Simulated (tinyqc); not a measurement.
Geometry optimisation on the RHF/sto-3g surface (energies and gradients from PySCF), for H3+, spin multiplicity 1, step by step. One step of it, computed by the program tinyqc.

Question. Step 2: move. Quasi-Newton step p = -H^(-1) g (the inverse Hessian comes from BFGS updates; coordinates in the order x, y, z of each atom); steps longer than 0.3 bohr are cut back (factor 0.899 here).

positions after step 1 (bohr):
```
            x          y          z
1H   0.011867  -0.047112   0.028067
2H  -0.044565   0.050261   1.688344
3H   0.036478   1.327219  -0.960521
```

gradient (hartree/bohr):
```
              x            y            z
1H  -0.00034558   0.00910147   0.00857933
2H  -0.00031773  -0.01363068   0.01199523
3H   0.00066332   0.00452921  -0.02057456
```

inverse Hessian in use (bohr^2/hartree):
```
           1          2          3          4          5          6          7          8
1   1.667683  -0.017829  -0.026893   0.001156   0.040857  -0.042007  -0.002172  -0.023029
2  -0.017829   1.774030   0.510224  -0.025379  -0.734819   0.892027   0.043207   0.627455
3  -0.026893   0.510224   2.371279  -0.029640  -1.078018   1.082849   0.056533   0.567794
4   0.001156  -0.025379  -0.029640   1.667855   0.046032  -0.043939  -0.002344  -0.020653
5   0.040857  -0.734819  -1.078018   0.046032   3.307973  -1.675554  -0.086889  -0.906487
6  -0.042007   0.892027   1.082849  -0.043939  -1.675554   3.286357   0.085945   0.783527
7  -0.002172   0.043207   0.056533  -0.002344  -0.086889   0.085945   1.671183   0.043682
8  -0.023029   0.627455   0.567794  -0.020653  -0.906487   0.783527   0.043682   1.945699
9   0.068900  -1.402251  -1.787461   0.073579   2.753572  -2.702540  -0.142479  -1.351321

           9
1   0.068900
2  -1.402251
3  -1.787461
4   0.073579
5   2.753572
6  -2.702540
7  -0.142479
8  -1.351321
9   6.156667
```

Give: positions after step 2.

Answer.

positions after step 2 (bohr):
```
          x        y        z
1H   0.0151  -0.1127  -0.0547
2H  -0.0412   0.1778   1.5635
3H   0.0299   1.2652  -0.7530
```
